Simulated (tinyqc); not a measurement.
Landau-Devonshire theory of a uniaxial ferroelectric: one step, computed by the program tinyqc.

G(P) = (alpha/2) P^2 + (beta*/4) P^4 + (gamma/6) P^6 - E P per volume, SI units, one domain, P along the polar axis, which is normal to the film.

Task: A capacitor with imperfect screening. Between shorted electrodes with screening length lambda each, the depolarising field is -k P, k = 2 lambda/(eps_0 (d + 2 lambda eps_b)), so alpha turns into alpha + k. Ps^2 = [-beta* + sqrt(beta*^2 - 4 alpha gamma)]/(2 gamma). The polar state is the lowest uniform state while alpha + k < 0 (beta* > 0) or < 3 beta*^2/(16 gamma) (beta* < 0); setting the equality gives the critical thickness d_c.

Inputs (values chosen for the exercise, for a model ferroelectric):
```
quantity                          value       unit
Curie-Weiss temperature T0          380          K
gamma                          2.68e+09  J m^9/C^6
temperature T                       346          K
film thickness d                     43         nm
screening length lambda          0.0032         nm
background permittivity eps_b         7          -
```

Sample: epitaxial film.

alpha = -2.495007e+08 J m/C^2

beta* = 3.267143e+08 J m^5/C^4

Constants: eps_0 = 8.8541878128e-12 F/m.

Give: depolarising coefficient k; polarisation of the film; size of the depolarising field; critical thickness d_c.

Result:

depolarising coefficient k = 1.6792e+07 J m/C^2

polarisation of the film = 48.985 microcoulomb/cm^2

size of the depolarising field = 8.2258 MV/m

critical thickness d_c = 2.8523 nm

Caution: the strain shifts T0 by more than 500 K here, which is beyond the range where constant coefficients hold.
